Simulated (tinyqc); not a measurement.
Resistance of a tapered via with liner, size effect and interface: two steps of the calculation.

A round via whose diameter grows from db at the bottom as D(z) = db + 2 z/tan(ang). The fill, of diameter D - 2 tl, starts above the bottom liner (thickness fb tl) and has rho = rho0 (1 + ks lam/(D - 2 tl)); the sidewall liner conducts in parallel with it. The bottom liner and the interface are crossed over the full area pi db^2/4. Spreading in the lines above and below is left out.

Inputs (values chosen for the exercise); fill metal close to copper:
```
symbol,value,unit,meaning
db,26,nm,diameter at the bottom
hv,100,nm,height
ang,88,degrees,sidewall angle
rho0,1.68,uohm cm,bulk resistivity of the fill
lam,39,nm,mean free path of the fill
ks,0.8,,size-effect factor
tl,1.8,nm,liner on the sidewall
fb,0.7,,liner at the bottom over that on the sidewall
rl,250,uohm cm,resistivity of the liner
ri,2.5e-12,ohm cm^2,interface resistivity at the bottom
Sb,1.1e15,S/m^2,"ballistic conductance per area, about 3/(4 rho0 lam)"
```

Problem 1. Slices of the via. Slices between z0 = fb tl and hv, evaluated at their midpoints: conductance per length pi/4 [(D - 2 tl)^2/rho + (D^2 - (D - 2 tl)^2)/rl], slice resistance = slice height over that. 7 slices.

Find: z; D; rho; slice resistance.

Solution 1.

| slice | z (nm) | D (nm) | rho (uohm cm) | slice resistance (ohm) |
|---|---|---|---|---|
| 0 | 8.313 | 26.58 | 3.961 | 1.340 |
| 1 | 22.42 | 27.57 | 3.867 | 1.203 |
| 2 | 36.52 | 28.55 | 3.781 | 1.086 |
| 3 | 50.63 | 29.54 | 3.701 | 0.9838 |
| 4 | 64.74 | 30.52 | 3.627 | 0.8951 |
| 5 | 78.84 | 31.51 | 3.558 | 0.8174 |
| 6 | 92.95 | 32.49 | 3.494 | 0.7490 |

Problem 2. Total resistance. R_fill = sum of the slices; R_bottom = rl fb tl/(pi db^2/4); R_interface = ri/(pi db^2/4); ballistic (Sharvin) limit 1/(Sb pi (db - 2 tl)^2/4); ideal cylinder rho0 hv/(pi db^2/4).

| slice | slice resistance (ohm) |
|---|---|
| 0 | 1.3398513 |
| 1 | 1.2032244 |
| 2 | 1.0856373 |
| 3 | 0.98380167 |
| 4 | 0.89509683 |
| 5 | 0.81741556 |
| 6 | 0.74904956 |

Wanted: parts; R; shares; ballistic limit; ideal cylinder.

Solution 2.

parts (ohm): fill 7.074, bottom liner 5.933, interface 0.4709
R = 13.48 ohm
shares (%): fill 52.49, bottom liner 44.02, interface 3.49
ballistic limit = 2.307 ohm
ideal cylinder = 3.164 ohm

The fill is the largest part, and R is 4.26 times the ideal cylinder. With 2000 slices R = 13.482 ohm.

Computed by the program tinyqc: `OMP_NUM_THREADS=1 python tinyqc.py 2750156 2750157 out.jsonl`, one thread of a shared Intel Xeon 2.30GHz, about 0.01 s for the whole run.
